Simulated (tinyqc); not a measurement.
Worked calculation: donor near an oxide interface in a gate field (two-state model). Values are carried at full precision from step to step, so a last printed digit may differ when a step is redone from the rounded ones.

Interface at z = 0 (hard wall), donor at z = d, field F pulling electrons to the interface: potential e F z; 1 kV/cm = 1e-5 eV/angstrom, c = hbar^2/2m0, q = e^2/(4 pi eps0), Q = (eps - eo)/(eps + eo). Donor state: E_D = e F d - ED - q Q/(4 eps d), the last term joining the images of ion and electron. Interface state: z exp(-b z/2) exp(-rho^2/(2 L^2)) with E_z = c b^2/(4 mz) + 3 e F/b + q Q b/(8 eps), minimised over b; in the plane at z = 3/b the ion (distance D = d - 3/b) and its image (D' = d + 3/b) give E_rho = c/(mt L^2) - (q/eps)(sqrt(pi)/L)[erfcx(D/L) + Q erfcx(D'/L)], erfcx(x) = exp(x^2) erfc(x), minimised over L. E_I = E_z + E_rho.

Constants: hbar^2/2m0 = 3.80998211 eV angstrom^2; e^2/(4 pi eps0) = 14.39964547 eV angstrom.

Values chosen for the exercise (near those of a donor in Si below HfO2, static dielectric constants; the results hold for these values, not for the real material): d = 160 angstrom (depth of the donor); ED = 53.9 meV (bulk binding energy); mz = 0.926 m0 (mass across the interface); mt = 0.193 m0 (mass in the plane); eps = 11.5 (dielectric constant of the semiconductor); eo = 22 (dielectric constant of the oxide); F = 36.4 kV/cm (field in the semiconductor); aD = 17.7 angstrom (donor radius); v = 0.38 (valley factor).

## The interface state across the interface

Solve c b/(2 mz) - 3 e F/b^2 + q Q/(8 eps) = 0; give Q, b, the three terms of E_z and <z> = 3/b.

Q = -0.3134
b = 0.08975 1/angstrom

kinetic, field and image terms (meV): 8.29  12.17  -4.40

<z> = 33.4 angstrom

The image pulls the electron towards the oxide; without it <z> would be 37.1 angstrom. The sign rests on the static constant; with the high-frequency one of such an oxide, about 4, the image would repel.

## Binding in the plane

Give D, D', the best L, both terms and E_rho.

D, D' (angstrom): 126.6  193.4

L = 130.1 angstrom

kinetic and Coulomb terms (meV): 1.17  -5.69

E_rho = -4.53 meV

The bottom of the well lies at -7.9 meV, so the level is 42 % of the way up; L/D = 1.03. Above the critical field the ionised donor would thus still hold its electron as a dot at the interface.

## Where the electron sits

The two states couple by t = t0 exp(-D/aD) with t0 = q/(eps aD) (2 aD/L) sqrt(aD b/2) v, v a valley factor; this form is an estimate. With detuning u = E_D - E_I the splitting is sqrt(u^2 + 4 t^2) and the lower state has weight (1 - u/sqrt(u^2 + 4 t^2))/2 on the donor.

Give E_D, E_I, t, the splitting and the donor weight.

E_D, E_I (meV): 4.95  11.52

t = 0.00511 meV
splitting = 6.57 meV
donor weight = 1.000

The electron is on the donor; the contact hyperfine coupling scales with the donor weight. With this t, the tunnelling time pi hbar/(2t) at a crossing would be 202 ps (hbar = 6.58212e-16 eV s); here the detuning is 1.29e+03 t.

## Critical field

Find F at which E_D = E_I; compare the rule e F d = ED. The crossing width is 4t/(e D), with t and D formed anew at that field.

critical field = 41.6 kV/cm
ED/(e d) = 33.7 kV/cm
width = 0.015 kV/cm

The confinement energy E_z = 17.8 meV raises the field needed and the attraction E_rho = -4.5 meV lowers it; the result is 1.24 times the simple rule.

## Checks

- E_z without images against 1.5 x 6^(2/3)/2 (c (e F)^2/mz)^(1/3), meV: both 20.23.
- E_rho from the radial equation in the full Coulomb well against the Gaussian trial function, meV: -4.6 against -4.5.

Computed by tinyqc, a small Python program: `OMP_NUM_THREADS=1 python tinyqc.py 1251035 1251036 out.jsonl` (the numbers bound the seed that draws the inputs); one thread of a shared host (Intel(R) Xeon(R) Processor @ 2.30GHz), about 0.09 s for the whole set of steps.
